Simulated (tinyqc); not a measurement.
Worked calculation: deep level with several charge states, and Shockley-Read-Hall recombination. Values are carried at full precision from step to step, so a last printed digit may differ when a step is redone from the rounded ones.

Energies from Ev. The defect has charge states +1, 0, -1 with weights 1, gm exp((EF - E1)/kT), exp((2 EF - E1 - E2)/kT); the shares are the weights over their sum. Boltzmann carriers: n = Nc exp((EF - Eg)/kT), p = Nv exp(-EF/kT). Neutrality: p - n + Nd + Nt <q> = 0.

Constants: kB = 8.617333262e-05 eV/K.

Inputs chosen for the exercise (gap and densities of states near those of GaAs at this temperature; not measured data):
- Eg = 1.418 eV (gap)
- Nc = 4.33e+17 1/cm^3 (conduction-band density of states)
- Nv = 9.33e+18 1/cm^3 (valence-band density of states)
- T = 300 K
- E1 = 0.412 eV (level (+1/0) above Ev)
- E2 = 0.977 eV (level (0/-1) above Ev)
- gm = 1 (degeneracy of the middle state, the others 1)
- Nt = 8.9e+13 1/cm^3 (defects)
- Nd = 1.2e+15 1/cm^3 (ionised shallow donors minus acceptors)
- E_try = 1.105 eV (trial Fermi level)
- Et = 0.977 eV (recombination level above Ev)
- sn = 8.6e-15 cm^2 (electron capture cross-section)
- sp_ = 3.7e-16 cm^2 (hole capture cross-section)
- vth = 20000000 cm/s (thermal velocity, both carriers)
- Nm = 1.7e+16 1/cm^3 (equilibrium electrons for the lifetime steps)
- dn = 1.8e+13 1/cm^3 (excess pairs)

## Charge states at a trial Fermi level

Form the exponents, the shares, the mean charge and the residual of neutrality at EF = E_try.

exponents of the second and third weights: 26.806  31.758

shares: +1 0.0000, 0 0.0070, -1 0.9930

<q> = -0.9930

n, p (1/cm^3): 2.39e+12  2.55

residual = 1.11e+15 1/cm^3

The residual is positive, so EF must rise.

## The neutral state

Solve for EF.

EF = 1.2638 eV

shares at EF: +1 0.000, 0 0.000, -1 1.000

n = 1.11e+15 1/cm^3
p = 0.00549 1/cm^3

Without the defects the majority density would be 1.20e+15 1/cm^3; with them the density of these carriers is 1.11e+15, so they compensate part of the doping. Most defects are in the state -1.

## Recombination through one level

One level at Et with degeneracy 1: tn = 1/(sn vth Nt), tp = 1/(sp_ vth Nt), n1 = Nc exp((Et - Eg)/kT), p1 = Nv exp(-Et/kT), ni^2 = n1 p1. Equilibrium n0 = Nm, p0 = ni^2/Nm; n = n0 + dn, p = p0 + dn. U = (n p - ni^2)/(tp (n + n1) + tn (p + p1)), lifetime dn/U; emission rates en = sn vth n1, ep = sp_ vth p1.

Evaluate each quantity.

tn, tp (microsecond): 0.06533  1.518

n1, p1 (1/cm^3): 1.69e+10  361

U = 1.19e+19 1/(cm^3 s)
lifetime = 1.52 microsecond

The lifetime is 1.000 times the minority capture time tp and 0.959 times tn + tp, the limit of high injection.

## Emission and generation in a depleted region

With n = p = 0 the level generates pairs at G = Nt en ep/(en + ep); generation lifetime tg = ni/G; current density e G W for a width W = 1 micrometre, e = 1.602176634e-19 C.

en, ep (1/s): 2.91e+03  2.67e-06

G = 2.37e+08 1/(cm^3 s)
tg = 1.04e+04 microsecond
current density = 3.80e-15 A/cm^2

The slower step, hole emission, limits the rate: en/ep = 1.09e+09.

## Checks

- U against hole capture minus emission at the steady occupation of the level (1/(cm^3 s)): both 1.185e+19.

Run: tinyqc, `OMP_NUM_THREADS=1 python tinyqc.py 1682735 1682736 out.jsonl`; Intel(R) Xeon(R) Processor @ 2.30GHz, one thread, shared host; about 0.01 s of CPU time with all checks.
